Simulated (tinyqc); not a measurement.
# Worked calculation: surface potential of a MOS transistor: implicit equation and explicit approximations

tinyqc, about 0.01 s, one thread, Intel Xeon 2.30GHz (shared host): `OMP_NUM_THREADS=1 python tinyqc.py 2122098 2122099 out.jsonl` Printed values are rounded.

p-type body, charge-sheet picture, depletion and inversion only, full ionisation (an idealisation for deep acceptors), Boltzmann statistics (rough once Na exp(x - xn) passes about Nc/7). In units of Vt: xg = (Vg - Vfb)/Vt, x = psi/Vt, G = gamma/sqrt(Vt), xn = (2 phiF + Vc)/Vt. The implicit equation is (xg - x)^2 = G^2 [x - 1 + exp(x - xn)] for x above about 3. Cox = eps0 eox/tox.

Values chosen for this exercise; band and dielectric values close to those of silicon:
- T = 300 K (temperature)
- Eg = 1.12 eV (band gap)
- eps_r = 11.7 (relative permittivity)
- Nc = 2.78e19 cm^-3 (conduction-band density of states at T)
- Nv = 2.65e19 cm^-3 (valence-band density of states at T)
- eox = 25.3 (relative permittivity of the gate insulator (close to zirconium oxide))
- tox = 39 nm (insulator thickness)
- Na = 6.9e17 cm^-3 (acceptor density)
- Vfb = -0.48 V (flat-band voltage)
- Vc = 1 V (channel-body voltage)
- Vg = 3.21 V (gate-body voltage)

Constants: q = 1.602176634e-19 C, kB = 1.380649e-23 J/K, Vt = kB T/q, eps0 = 8.8541878128e-14 F/cm where lengths are in cm. Results are converted to the units shown.

Range of the model: The electron quasi-Fermi level lies less than 2 Vt below the band edge at the surface, or above it, where degeneracy and confinement, left out, matter.

## Scales

ni = sqrt(Nc Nv) exp(-Eg/(2 Vt)), Eg in volts; phiF = Vt ln(Na/ni); gamma = sqrt(2 q eps0 eps_r Na)/Cox; VT = Vfb + Vt (xn + G sqrt(xn - 1)).

phiF = 0.465067 V
gamma = 0.833216 V^0.5
G = 5.18215
xn = 74.6610
VT = 2.59994 V
xg = 142.736

## Explicit approximation

Depletion value a = 1 + [sqrt(G^2/4 + xg - 1) - G/2]^2; inversion value b = xn + ln[(xg - xn)^2/G^2 - xn + 1] and first guess y = min(a, b) - ln(1 + exp(-|a - b|)) if a > xn + 1, else b = y = a; one second-order correction with D = exp(y - xn), p = 2 (xg - y) + G^2 (1 + D), w = (xg - y)^2 - G^2 (y - 1 + D): z = y + 2 w/(p + sqrt(p^2 - 2 (2 - G^2 D) w)), or the Newton step z = y + w/p where the root is not real.

a = 93.0237
b = 79.2551
y = 79.2551
p = 2809.82
w = -727.754
z = 78.9530

The root of the implicit equation is x = 78.9583; y misses it by 0.30 and z by -0.0053, in units of Vt.

## Starting value

x = y rounded to two decimals.

x at the start = 79.26

## Iteration 1: new x

D = exp(x - xn), f = (xg - x)^2 - G^2 (x - 1 + D), f' = -2 (xg - x) - G^2 (1 + D), x(new) = x - f/f'.

D = 99.3895
f = -741.580
f' = -2822.88
x after iteration 1 = 78.9973

## Iteration 2: new x

As before.

D = 76.4276
f = -84.4693
f' = -2206.77
x after iteration 2 = 78.9590

## Course of the iteration

Stop when the step is below 1e-11, or after 60 iterations.

Course of the iteration:
```
iteration	x before the step	step
1	79.26	-0.263
2	78.9973	-0.0383
3	78.9590	-6.96e-4
4	78.9583	-2.25e-7
5	78.9583	< 1e-13
```

Converged in 5 iterations.

## Potential, charges and gate control

converged x = 78.9583

psi = Vt x; N_dep = Cox Vt G sqrt(x - 1)/q; N_inv = (Cox Vt G/q) [sqrt(x - 1 + exp(x - xn)) - sqrt(x - 1)]; dpsi/dVg = 1/[1 + G^2 (1 + exp(x - xn))/(2 (xg - x))].

psi = 2.04123 V
N_dep = 4.24063e12 cm^-2
N_inv = 1.6703e12 cm^-2
dpsi/dVg = 0.0599298

psi lies 4.3 Vt above 2 phiF + Vc.
